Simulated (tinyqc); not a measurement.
Global model of a low-pressure process discharge: electron temperature, density, ion flux and ion energy: one step, computed by the program tinyqc. Command: `OMP_NUM_THREADS=1 python tinyqc.py 3112455 3112456 out.jsonl plasma walk`. One thread of a shared host (Intel(R) Xeon(R) Processor @ 2.30GHz), about 0.01 s of CPU time with the checks.

Maxwellian electrons with temperature T_e in eV, one positive ion, no negative ions, uniform bulk density n; rate constants have the Arrhenius form.

Task: Energy per pair and density. E_c = E_iz + (X0 exp(-E_ex/T_e) E_ex + K_el (3 m_0/M) T_e)/K_iz; wall potential V_s = (T_e/2) ln(M/(2 pi m_0)); E_T = E_c + 2 T_e + T_e/2 + V_s; n = P/(e u_B A_eff E_T); ion current density J = e h_L n u_B; ionised share n/n_g.

Inputs (values chosen for the exercise, of the order of those of an inductive discharge in a simple atomic gas):
```
quantity                      value   unit
ion mass M                       28      u
ionisation energy E_iz         14.1     eV
excitation prefactor X0     1.3e-14  m^3/s
excitation energy E_ex         10.3     eV
elastic rate constant K_el    1e-13  m^3/s
gas temperature T_g             500      K
absorbed power P               2800      W
```

T_e = 3.729156 eV

K_iz = 1.527567e-15 m^3/s

Bohm velocity u_B = 3584.734 m/s

A_eff = 718.0368 cm^2

h_L = 0.4040953

gas density n_g = 2.462610e+19 1/m^3

Constants: m_0 = 9.1093837015e-31 kg; u = 1.6605390666e-27 kg; e = 1.602176634e-19 C.

Give: collisional loss per pair E_c; wall potential V_s; E_T; plasma density n; ion current density J; ionised share.

Result:

collisional loss per pair E_c = 19.65 eV

wall potential V_s = 16.79 V

E_T = 45.76 eV

plasma density n = 1.484e+12 1/cm^3

ion current density J = 34.44 mA/cm^2

ionised share = 0.06025

Collisions take 43 % of the power and the walls the rest. T_e came from the particle balance alone; the power sets only n. Caution: at this ionised share gas depletion and heating, left out here, matter.
